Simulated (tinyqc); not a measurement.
Comparisons within one model: nanosheet or nanowire with hard walls, valleys of the Si type. A value that a table varies takes the place of the one given here.

Six ellipsoidal valleys along the cube axes: inverse mass tensor w = 1/mt + (1/ml - 1/mt) a a^T with a the unit axis. Device axes: x along the channel, z = [001], y = z x x.

Hard walls around a W x H rectangle. The block w_c of w in (y, z) confines; the transport mass follows from 1/m_x = w_xx - w_xc w_c^-1 w_cx. The cross-section problem c (w_yy ky^2 + 2 w_yz ky kz + w_zz kz^2), c = hbar^2/2m0, is solved in products sin(n pi y/W) sin(l pi z/H), n, l = 1 to 12; if w_yz = 0 the levels are c pi^2 (w_yy n^2/W^2 + w_zz l^2/H^2). The w_yz term couples (n, l) to (n', l') by -2 c w_yz D_nn'(W) D_ll'(H) with D_nm(L) = 4 n m/(L (n^2 - m^2)) for n + m odd and 0 otherwise.

Without degeneracy the line density is N1 exp((EF - Ec)/kB T) with N1 = sum 2 g sqrt(m_x kB T/(4 pi c)) exp(-E/kB T), here over n, l up to 80 where w_yz = 0 and over all levels of a 12 x 12 sine basis otherwise; the classical value is W H Nc with Nc = 2 g_all (m_dos kB T/(4 pi c))^(3/2), m_dos = (ml mt^2)^(1/3); dVt = kB T ln(W H Nc/N1).

Constants: hbar^2/2m0 = 3.80998211 eV angstrom^2; kB = 8.617333262e-05 eV/K.

Inputs chosen for the exercise (near those of Si; the results hold for these values, not for the real material):
```
symbol   value                            unit      meaning
ml       0.926                            m0        longitudinal mass
mt       0.193                            m0        transverse mass
T        77                               K         temperature
g_all    6                                          number of valleys
channel  110                                        transport direction x on a (001) wafer
H        68                               angstrom  height, along z = [001]
Ws       (25, 35, 50, 75, 110, 170, 260)  angstrom  widths
W        100                              angstrom  width, along y
```

## From wire to sheet

Valleys:
```
group  valleys g     w_yy     w_zz   |w_yz|  m_x (m0)
A              2  5.18135  1.07991  0.00000   0.19300
B              4  3.13063  5.18135  0.00000   0.55950
```

Lowest level of each group (groups ordered by w_zz, then w_yy) and dVt against the width.

Results:
```
W (angstrom)  A1 (eV)  B1 (eV)  dVt (mV)
25             0.3205   0.2305     214.3
35             0.1678   0.1382     124.3
50             0.0867   0.0892      75.3
75             0.0434   0.0631      41.5
110            0.0249   0.0519      26.2
170            0.0155   0.0462      19.6
260            0.0117   0.0439      17.1
```

dVt falls from 214 to 17 mV. The lowest group changes from B to A between W = 35 and 50 angstrom (H = 68). At the widest W the lowest level is 0.0117 eV; the film limit c pi^2 w_zz/H^2 of that group is 0.0088 eV.

## Channel direction

The same rectangle along [100] and [110]; groups ordered by w_zz, then w_yy.

Lowest level of each group:
```
channel, group  valleys g   w_yy   w_zz  |w_yz|  m_x (m0)  E (eV)
[100] A                 2  5.181  1.080   0.000     0.193  0.0283
[100] B                 2  1.080  5.181   0.000     0.193  0.0462
[100] C                 2  5.181  5.181   0.000     0.926  0.0616
[110] A                 2  5.181  1.080   0.000     0.193  0.0283
[110] B                 4  3.131  5.181   0.000     0.559  0.0539
```

The lowest subband has m_x = 0.193 m0 and 2 valleys along [100], and 0.193 m0 and 2 valleys along [110]; its edge lies at 0.0283 and 0.0283 eV. These valleys have their axis along z, so turning the channel in the wafer plane leaves them alone; only the higher groups change.

## What each parameter does

E1 and E2 are the two lowest subband edges over all groups. Each row changes one parameter from the base and keeps the others.

Results:
```
case             E1 (eV)  E2 - E1 (meV)  m_x of lowest (m0)  dVt (mV)
base              0.0283           25.6               0.193      28.9
W = 90 angstrom   0.0328           23.8               0.193      32.6
H = 76 angstrom   0.0265           19.0               0.193      27.0
T = 127 K         0.0283           25.6               0.193      31.7
ml = 1.019 m0     0.0275           23.9               0.193      28.4
mt = 0.174 m0     0.0304           26.3               0.174      30.8
```

The largest shifts from the base row, up to three for each result and ties (the steps differ in size, so this ranks the rows, not the parameters). E1 (eV): W +0.0046, mt +0.0021, H -0.0018; unchanged at the printed digits by T. E2 - E1 (meV): H -6.7, W -1.8, ml -1.7; unchanged at the printed digits by T. m_x of lowest (m0): mt -0.019; unchanged at the printed digits by W, H, T and ml. dVt (mV): W +3.7, T +2.9, mt +2.0.

Program tinyqc; command `OMP_NUM_THREADS=1 python tinyqc.py 1281590 1281591 out.jsonl`; about 0.03 s on one thread of a shared Intel(R) Xeon(R) Processor @ 2.30GHz.
